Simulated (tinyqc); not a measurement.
# Dead time and true rate from two light levels

Problem. A non-paralysable detector measures m = n/(1 + n td); dark counts are negligible. Find td and the true rate at the lower flux.

measured rates at a photon flux and at four times that flux (1/s): 2.6470588e7  5.9016393e7

Solution. 1/m = 1/n + td, so the difference of the inverse rates is 3/(4 n).

td = 10.00 ns
n = 3.600e7 1/s

Program tinyqc, `OMP_NUM_THREADS=1 python tinyqc.py 2630067 2630068 out.jsonl`; Intel Xeon 2.30GHz, shared host, one thread, about 0.01 s.
